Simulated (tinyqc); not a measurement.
Three-level Kane dispersion of a narrow-gap semiconductor: one step. Fermi level and mass at a given density. Three cases, with inputs chosen for the exercise.

Question. Compare EF - Ec with the parabolic value c kF^2/m0*.

Zero of energy at Gamma8, c = hbar^2/2m0, P^2 = Ep c. The free-electron term and remote bands are left out, so the heavy holes are flat at E = 0 and the other three bands obey E (E - Eg)(E + Dso) = P^2 k^2 (E + 2 Dso/3). The conduction band is the highest root; its edge is Ec = max(Eg, 0).

Degenerate electrons at T = 0: kF = (3 pi^2 n)^(1/3), 1 cm^-3 = 1e-24 angstrom^-3; EF is the highest root at kF. The momentum (cyclotron, optical) mass is m(E) = hbar^2 k/(dE/dk) = c d(k^2)/dE with d(k^2)/dE = k^2 [1/E + 1/(E - Eg) + 1/(E + Dso) - 1/(E + 2 Dso/3)]; the density of states is k d(k^2)/dE/(2 pi^2).

Edge mass m0* = Eg (Eg + Dso)/(Ep (Eg + 2 Dso/3)).
Constants: hbar^2/2m0 = 3.80998211 eV angstrom^2.

Case 1.

Values chosen (near those of InSb; not measured data): Eg = 0.238 eV (E(Gamma6) - E(Gamma8)); Dso = 0.85 eV (spin-orbit splitting); Ep = 22.5 eV (Kane energy); n = 9e+16 cm^-3 (electron density).

Case 2.

Values chosen (near those of InAs; not measured data): Eg = 0.399 eV (E(Gamma6) - E(Gamma8)); Dso = 0.4 eV (spin-orbit splitting); Ep = 22 eV (Kane energy); n = 3.6e+16 cm^-3 (electron density).

Case 3.

Values chosen (near those of InSb; not measured data): Eg = 0.228 eV (E(Gamma6) - E(Gamma8)); Dso = 0.84 eV (spin-orbit splitting); Ep = 23.1 eV (Kane energy); n = 7.4e+16 cm^-3 (electron density).

Give: kF; EF - Ec; parabolic value; m(EF); m(EF)/m0*; density of states at EF.

Answer.

Case 1.

kF = 0.01386 1/angstrom
EF - Ec = 0.0438 eV
parabolic value = 0.0512 eV
m(EF) = 0.01909 m0
m(EF)/m0* = 1.335
density of states at EF = 3.519e+18 1/(eV cm^3)

The parabola overstates EF - Ec by a factor of 1.17; (EF - Ec)/|Eg| = 0.18, and the two-level rule 1 + 2 (EF - Ec)/|Eg| = 1.368 estimates the mass ratio.

Case 2.

kF = 0.01022 1/angstrom
EF - Ec = 0.0176 eV
parabolic value = 0.0183 eV
m(EF) = 0.02349 m0
m(EF)/m0* = 1.079
density of states at EF = 3.191e+18 1/(eV cm^3)

The parabola overstates EF - Ec by a factor of 1.04; (EF - Ec)/|Eg| = 0.04, and the two-level rule 1 + 2 (EF - Ec)/|Eg| = 1.088 estimates the mass ratio.

Case 3.

kF = 0.01299 1/angstrom
EF - Ec = 0.0412 eV
parabolic value = 0.0480 eV
m(EF) = 0.01778 m0
m(EF)/m0* = 1.329
density of states at EF = 3.071e+18 1/(eV cm^3)

The parabola overstates EF - Ec by a factor of 1.17; (EF - Ec)/|Eg| = 0.18, and the two-level rule 1 + 2 (EF - Ec)/|Eg| = 1.362 estimates the mass ratio.

Computed by tinyqc, one run a case: `OMP_NUM_THREADS=1 python tinyqc.py N N+1 out.jsonl` with N = 1080833, 1080838, 1080955; one thread of a shared Intel(R) Xeon(R) Processor @ 2.30GHz, about 0.01 s a run at most.
